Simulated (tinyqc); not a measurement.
Rectangular fin or nanosheet with a gate all round, subbands and threshold shift from confinement: two steps of the calculation.

Undoped body with a flat potential across it, hard walls, transport along x. Three valley pairs (g = 2 each) with the longitudinal mass along x, y or z. Non-parabolicity enters the subband edges through E (1 + al E) = gamma, so E = 2 gamma/(1 + sqrt(1 + 4 al gamma)); motion within a subband is taken as parabolic with the band-edge mass. Energies are counted from the bulk band edge.

Values chosen for this exercise; masses close to those of silicon:

| symbol | value | unit | meaning |
|---|---|---|---|
| T | 300 | K | temperature |
| ml | 0.901 | m0 | longitudinal mass |
| mt | 0.189 | m0 | transverse mass |
| al | 0 | 1/eV | non-parabolicity |
| t | 6.9 | nm | width (along y) |
| dl | 0 | nm | widening of the box by penetration into the insulator |
| H | 6.9 | nm | height (along z) |

Constants: q = 1.602176634e-19 C, kB = 1.380649e-23 J/K, hbar = 1.054571817e-34 J s, m0 = 9.1093837015e-31 kg, Vt = kB T/q, hbar^2/(2 m0) = 0.0380998212 eV nm^2. Results are converted to the units shown.

Question 1. Lowest subbands. gamma = C pi^2 [a^2/(my (t + dl)^2) + b^2/(mz (H + dl)^2)], C = hbar^2/(2 m0). List the 5 lowest, labelled by valley axis and quantum numbers, with degeneracy g and N_k: N_k = g sqrt(2 mx m0 kB T/(pi hbar^2)).

Find: E_k; g; N_k.

Answer 1.

```
subband  E_k (eV)  g  N_k (cm^-1)
y1,1     0.050555  2     4.0408e6
z1,1     0.050555  2     4.0408e6
y2,1     0.076853  2     4.0408e6
z1,2     0.076853  2     4.0408e6
x1,1     0.083578  2     8.8227e6
```

Question 2. Threshold shift. Each subband has N_k = g sqrt(2 mx m0 kB T/(pi hbar^2)); without degeneracy n = exp(EF/Vt) sum N_k exp(-E_k/Vt). Classical value Nc times t H, Nc = sum over valleys of 2 g (m m0 kB T/(2 pi hbar^2))^1.5 with m = (mx my mz)^(1/3). Threshold shift dVT = Vt ln(classical value/sum N_k exp(-E_k/Vt)). Use the subbands listed.

```
subband     E_k (eV)  N_k (cm^-1)
y1,1     0.050555034  4.0408392e6
z1,1     0.050555034  4.0408392e6
y2,1     0.076852927  4.0408392e6
z1,2     0.076852927  4.0408392e6
x1,1     0.083578138  8.8227314e6
```

Wanted: shares; sum N_k exp(-E_k/Vt); Nc; classical value; dVT.

Answer 2.

shares, subband y1,1 to x1,1 (%): [30.014, 30.014, 10.853, 10.853, 18.268]
sum N_k exp(-E_k/Vt) = 1.9049e6 cm^-1
Nc = 2.7011e19 cm^-3
classical value = 1.2860e7 cm^-1
dVT = 49.370 mV

Computed by the program tinyqc: `OMP_NUM_THREADS=1 python tinyqc.py 2350125 2350126 out.jsonl`, one thread of a shared Intel Xeon 2.30GHz, about 0.2 s for the whole run.
